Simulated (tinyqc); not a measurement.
# Charge needed for a dipole step

Two sheets of opposite charge dd apart with permittivity ei give the step D = q N dd/(eps0 ei).

Parameters, values chosen for the exercise: relative permittivity inside the dipole layer ei = 8; thickness of the dipole layer dd = 0.16 nm.

Constants: q = 1.602176634e-19 C, eps0 = 8.8541878128e-14 F/cm where lengths are in cm. Results are converted to the units shown.

Results:
```
N (cm^-2),D (V),field (MV/cm),"moment (debye/nm^2, 1 D = 3.33564e-30 C m)"
1e12,0.0036190,0.22619,0.076851
2.7e12,0.0097714,0.61071,0.20750
6.8e12,0.024609,1.5381,0.52259
1.7e13,0.061523,3.8452,1.3065
1.1e14,0.39809,24.881,8.4536
2.9e14,1.0495,65.595,22.287
```

Estimate the missing row, N = 4.5e13 cm^-2.

Computed row:
```
N (cm^-2),D (V),field (MV/cm),"moment (debye/nm^2, 1 D = 3.33564e-30 C m)"
4.5e13,0.16286,10.179,3.4583
```

With this row back in the table: D is proportional to N, 0.1 V for 2.76e13 cm^-2. The same sheet as an uncompensated charge under 1 nm of a dielectric of permittivity 3.9 would shift the flat band by 1.28 V, and that shift would grow with thickness, which a dipole step does not. For N = 1.1e14, 2.9e14 the field exceeds 20 MV/cm; it acts over one bond length, where the sheet picture is only a bookkeeping device.

Numbers from tinyqc (`OMP_NUM_THREADS=1 python tinyqc.py 2410163 2410164 out.jsonl`; about 0.01 s on one thread of a shared Intel Xeon 2.30GHz).
